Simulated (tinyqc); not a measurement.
## Strained alloy layer of InP and GaP on (001) GaAs, model-solid band line-up: gaps, strain and offsets against composition

The layer is x parts of the first compound and 1 - x of the second, grown coherently on the third as substrate and barrier. Rows of the table: lattice constant a, average valence level Ea on an absolute scale, spin-orbit splitting so, gaps at Gamma, X and L, hydrostatic deformation potentials av and ac (Gamma), shear potential b, elastic constants, electron and heavy-hole (along z) masses. All are interpolated linearly in x; gaps get -C x (1 - x), taken wholly in the conduction band; real line-ups can differ from this model by 0.1 eV or more.

In-plane strain e = (a_substrate - a)/a, e_z = -2 (c12/c11) e, volume change 2 e + e_z. With v = 2 e + e_z and d = 2 b (e_z - e): Eav = Ea + av v; E_hh = Eav + so/3 - d/2; E_lh = Eav - so/6 + d/4 + sqrt(so^2 + so d + 9 d^2/4)/2; E_c = Ea + so/3 + EG + ac v (Gamma). Substrate: E_v = Ea + so/3, E_c = E_v + EG. Well depths: dEc = E_c(substrate) - E_c, dEhh = E_hh - E_v(substrate), dElh likewise; strained Gamma gap E_c - max(E_hh, E_lh); positive values confine carriers in the layer. Matthews-Blakeslee for 60-degree dislocations in a single layer: hc = k (ln(hc/bv) + 1), k = bv (1 - nu/4)/(4 pi |e| (1 + nu)), nu = c12/(c11 + c12), bv = a/sqrt(2); the larger root. The valence offset is the larger of dEhh and dElh; a dash marks |e| under 0.02 % or no root.

Values chosen for this exercise:
- CG = 0.65 eV (bowing of the Gamma gap)
- CX = 0.2 eV (bowing of the X gap)
- CL = 1.03 eV (bowing of the L gap)

Binary compounds, values chosen for the exercise:

|  | close to InP | close to GaP | close to GaAs |
|---|---|---|---|
| a (angstrom) | 5.869 | 5.451 | 5.653 |
| Ea (eV) | -7.04 | -7.4 | -6.92 |
| so (eV) | 0.111 | 0.0802 | 0.335 |
| EG (eV) | 1.36 | 2.79 | 1.41 |
| EX (eV) | 2.18 | 2.26 | 1.88 |
| EL (eV) | 1.94 | 2.58 | 1.7 |
| av (eV) | 1.28 | 1.7 | 1.18 |
| ac (eV) | -5.08 | -7.06 | -7.27 |
| b (eV) | -1.7 | -1.82 | -1.71 |
| c11 (GPa) | 101 | 141 | 119 |
| c12 (GPa) | 56.6 | 62.5 | 54.4 |
| me (m0) | 0.0796 | 0.128 | 0.0664 |
| mh (m0) | 0.532 | 0.33 | 0.349 |

Result of one run:

| e (%) | relaxed Gamma gap (eV) | lower of X and L gaps (eV) | strained Gamma gap (eV) | E_hh - E_lh (meV) | dEc (eV) | valence offset (eV) | hc (nm) |
|---|---|---|---|---|---|---|---|
| -1.5057 | 1.6643 | 1.9181 | 1.7149 | 51.489 | -0.027934 | -0.27692 | 5.20 |

Which fraction of the first compound in the layer x gave this result: 0.25, 0.31, 0.5, 0.62 or 0.69?

x = 0.69.

The whole series:

| x | e (%) | relaxed Gamma gap (eV) | lower of X and L gaps (eV) | strained Gamma gap (eV) | E_hh - E_lh (meV) | dEc (eV) | valence offset (eV) | hc (nm) |
|---|---|---|---|---|---|---|---|---|
| 0.25 | 1.7550 | 2.3106 | 2.2025 | 2.0577 | -160.58 | -0.30517 | -0.34256 | 4.19 |
| 0.31 | 1.2977 | 2.2077 | 2.1613 | 2.0275 | -115.21 | -0.25914 | -0.35839 | 6.38 |
| 0.38 | 0.76936 | 2.0935 | 2.0941 | 1.9928 | -64.481 | -0.20866 | -0.37413 | 12.7 |
| 0.44 | 0.32086 | 2.0006 | 2.0446 | 1.9617 | -24.679 | -0.16819 | -0.38351 | 38.0 |
| 0.5 | -0.12367 | 1.9125 | 2.0025 | 1.9177 | 8.2314 | -0.13032 | -0.37735 | 119 |
| 0.56 | -0.56428 | 1.8290 | 1.9678 | 1.8512 | 30.517 | -0.095097 | -0.34610 | 18.9 |
| 0.62 | -1.0010 | 1.7503 | 1.9405 | 1.7870 | 43.227 | -0.062530 | -0.31442 | 9.04 |
| 0.69 | -1.5057 | 1.6643 | 1.9181 | 1.7149 | 51.489 | -0.027934 | -0.27692 | 5.20 |
| 0.75 | -1.9343 | 1.5956 | 1.9069 | 1.6555 | 55.972 | -0.0012231 | -0.24430 | 3.64 |

The relaxed Gamma gap falls from 2.31 to 1.60 eV and the strained one falls from 2.06 to 1.66 eV. The lattice matches the substrate at x = 0.483; the heavy hole is on top where the layer is compressed (e < 0) and the light hole where it is stretched. The relaxed alloy turns direct at x = 0.379. dEc rises from -0.305 to -0.00122 eV and the valence offset goes from -0.343 through a minimum of -0.384 (at x = 0.44 among the rows listed) to -0.244 eV. At the largest strain listed, -1.93 %, strain changes the gap by 59.9 meV. For x = 0.25, 0.31 the lowest conduction valley of the relaxed alloy is X or L, so the gap and dEc listed hold for Gamma only.

tinyqc, about 0.01 s, one thread, Intel Xeon 2.30GHz (shared host): `OMP_NUM_THREADS=1 python tinyqc.py 2690055 2690056 out.jsonl`
